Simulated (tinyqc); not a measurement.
Filling the band: three-level Kane dispersion of a narrow-gap semiconductor.

Zero of energy at Gamma8, c = hbar^2/2m0, P^2 = Ep c. The free-electron term and remote bands are left out, so the heavy holes are flat at E = 0 and the other three bands obey E (E - Eg)(E + Dso) = P^2 k^2 (E + 2 Dso/3). The conduction band is the highest root; its edge is Ec = max(Eg, 0).

Degenerate electrons at T = 0: kF = (3 pi^2 n)^(1/3), 1 cm^-3 = 1e-24 angstrom^-3; EF is the highest root at kF. The momentum (cyclotron, optical) mass is m(E) = hbar^2 k/(dE/dk) = c d(k^2)/dE with d(k^2)/dE = k^2 [1/E + 1/(E - Eg) + 1/(E + Dso) - 1/(E + 2 Dso/3)]; the density of states is k d(k^2)/dE/(2 pi^2).

Edge mass m0* = Eg (Eg + Dso)/(Ep (Eg + 2 Dso/3)).
Constants: hbar^2/2m0 = 3.80998211 eV angstrom^2.

Values chosen for the exercise (out of a larger set: near those of GaSb; not measured data):
- Eg = 0.805 eV (E(Gamma6) - E(Gamma8))
- Dso = 0.73 eV (spin-orbit splitting)
- Ep = 26.5 eV (Kane energy)

n from 1e15 to 1e19 cm^-3. The last column is the local power d ln(EF - Ec)/d ln n = kF^2/(1.5 (EF - Ec) d(k^2)/dE).

Results:
```
n (cm^-3)  kF (1/angstrom)  EF - Ec (meV)  parabolic (meV)   m(EF)  m(EF)/m0*  power
1.0e+15            0.00309            1.0              1.0  0.0362       1.00  0.666
1.0e+16            0.00667            4.7              4.7  0.0365       1.01  0.663
3.0e+16            0.00961            9.6              9.8  0.0369       1.02  0.660
1.0e+17            0.01436           21.3             21.8  0.0378       1.05  0.652
3.0e+17            0.02071           43.2             45.3  0.0396       1.10  0.637
1.0e+18            0.03094           91.6            101.0  0.0435       1.20  0.610
3.0e+18            0.04462          175.8            210.1  0.0501       1.39  0.574
1.0e+19            0.06665          340.7            468.8  0.0631       1.75  0.525
```

The power falls from 0.666 to 0.525: 2/3 marks a parabola, 1/3 a linear band. The parabola is within 10 % up to n = 3.0e+17 cm^-3. The mass ends at 1.75 times its edge value. Side valleys are left out; where they lie low (GaSb, grey Sn: about 0.1 eV) they take the electrons long before the last rows.

Computed by tinyqc, a small Python program: `OMP_NUM_THREADS=1 python tinyqc.py 1080221 1080222 out.jsonl` (the numbers bound the seed that draws the inputs); one thread of a shared host (Intel(R) Xeon(R) Processor @ 2.30GHz), about 0.01 s for the whole set of steps.
